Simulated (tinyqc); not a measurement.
What each parameter does: band offset of a heterojunction with an interface dipole (two-band chains, self-consistent charge).

Sites alternate A, C. Left: A at -G1/2, C at +G1/2, hopping -t1; right: A at D - G2/2, C at D + G2/2, hopping -t2; the bonds across the two interfaces of a ring (C left to A right, C right to A left) have -sqrt(t1 t2). D is the offset of the mid-gaps, so Ev(right) - Ev(left) = D - (G2 - G1)/2 and Ec(right) - Ec(left) = D + (G2 - G1)/2. The closing bond has its sign reversed (antiperiodic ring). Half the levels are filled with two electrons each. The charge moved is q = (electrons on the left) less one a site; the mean over the two interfaces, q/2, is taken as the charge that crosses each, and its dipole opposes the offset: D = D0 - u q/2.

From here on the ring has 24 cells a side.

Inputs chosen for the exercise (gaps near those of Si and GaP; the chains and D0 are free models, so the offsets are not those of the real pair; shifted at random, so the results belong to these values and not to a real crystal):
```
symbol  value  unit  meaning
G1      1.07   eV    gap on the left
G2      2.29   eV    gap on the right
t1      2.79   eV    hopping on the left
t2      1.62   eV    hopping on the right
D0      -0.28  eV    mid-gap of the right side above that of the left, without dipole
u       5.5    eV    potential step per electron moved across
```

Self-consistent D by bisection, q there, and the two offsets.

One parameter was then changed.

Results before and after:
```
case      D (eV)        q  valence offset (eV)  conduction offset (eV)
base     -0.1495  -0.0475              -0.7595                  0.4605
changed  -0.1490  -0.0476              -0.7590                  0.4610
```

Which of these changes was made? (a) G1 = 1.23 eV; (b) t2 = 1.863 eV; (c) G2 = 2.633 eV; (d) u = 6.325 eV; (e) t1 = 3.208 eV; (f) D0 = -0.322 eV.

Answer: (b) t2 = 1.863 eV. Of the candidates, run in turn, only this one gives the changed row.

All candidates:
```
case             D (eV)        q  valence offset (eV)  conduction offset (eV)
base            -0.1495  -0.0475              -0.7595                  0.4605
G1 = 1.23 eV    -0.1531  -0.0462              -0.6831                  0.3769
G2 = 2.633 eV   -0.1567  -0.0448              -0.9382                  0.6248
t1 = 3.208 eV   -0.1496  -0.0474              -0.7596                  0.4604
t2 = 1.863 eV   -0.1490  -0.0476              -0.7590                  0.4610
D0 = -0.322 eV  -0.1719  -0.0546              -0.7819                  0.4381
u = 6.325 eV    -0.1397  -0.0443              -0.7497                  0.4703
```

Computed by tinyqc, a small Python program: `OMP_NUM_THREADS=1 python tinyqc.py 1451792 1451793 out.jsonl` (the numbers bound the seed that draws the inputs); one thread of a shared host (Intel(R) Xeon(R) Processor @ 2.30GHz), about 0.5 s for the whole set of steps.
